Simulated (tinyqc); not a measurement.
Force balance against energy balance: elastic strain and critical thickness of a cubic alloy layer A(1-x)B(x) on a thick substrate. Computed by tinyqc, a small Python program. Command: `OMP_NUM_THREADS=1 python tinyqc.py 3011590 3011591 out.jsonl misfit walk`. One thread of a shared host (Intel(R) Xeon(R) Processor @ 2.30GHz), about 0.01 s of CPU time with the checks.

Strain is positive in tension. The layer is coherent with the substrate unless said otherwise.

Inputs (values chosen for the exercise, modelled on Si(1-x)Ge(x) on Si): fraction x of B = 0.53; lattice constant a_A = 5.431 angstrom; lattice constant a_B = 5.658 angstrom; substrate lattice constant a_S = 5.431 angstrom.

Growth plane: (111). Layer: uncapped. Misfit dislocation: 60-degree.

C11, C12, C44 of A (GPa): [167.9, 63.99, 78.41]

C11, C12, C44 of B (GPa): [126, 49.06, 66.8]

Method:
- a = (1 - x) a_A + x a_B, the same rule for each C_ij; misfit f = (a_S - a)/a, the in-plane strain of the coherent layer.
- Voigt averages: G = (C11 - C12 + 3 C44)/5, B = (C11 + 2 C12)/3, nu = (3 B - 2 G)/(2 (3 B + G)); b = a/sqrt(2). The 60-degree dislocation has cos alpha = 1/2, and cos lambda = sqrt(3)/6 on (111), for glide on an inclined {111} plane.
- Matthews-Blakeslee: h_c = A [ln(h_c/b) + 1], A = b (1 - nu cos^2 alpha)/(8 pi |f| (1 + nu) cos lambda), the factor 8 pi being that of an uncapped layer.
- People-Bean: h_c = P ln(h_c/b), P = (1 - nu)/(1 + nu) b^2/(16 pi sqrt(2) a f^2). The misfit is scaled by 0.25, 0.4, 0.6, 1, 1.5, 2.2 at fixed a, b and nu; the upper root is taken, and rows with A < 1.3 b or P < 3 b, where the roots shrink to the core size or vanish, are left out.

misfit f = -0.0216724

prefactor A = 1.95067 nm

Poisson ratio nu = 0.211975

Burgers vector b = 0.392537 nm

free lattice constant a = 5.55131 angstrom

Critical thickness:
```
|f| (%)  Matthews-Blakeslee (nm)  People-Bean (nm)   ratio
0.5418                    44.760            639.64  14.290
0.8669                    25.167            212.66   8.450
1.3003                    15.122             79.80   5.277
2.1672                     7.776             21.68   2.789
3.2509                     4.461              6.88   1.542
```

What follows from these numbers?

The exponents d ln h_c/d ln f are -1.23 and -2.34 between the first rows, steeper than the -1 and -2 of the prefactors because of the logarithm. The ratio falls from 14.3 to 1.54 as the misfit grows. Where People-Bean lies above, a layer between the lines is metastable: dislocations would lower the energy but have to be nucleated. Above about 2 % misfit islands may come first.
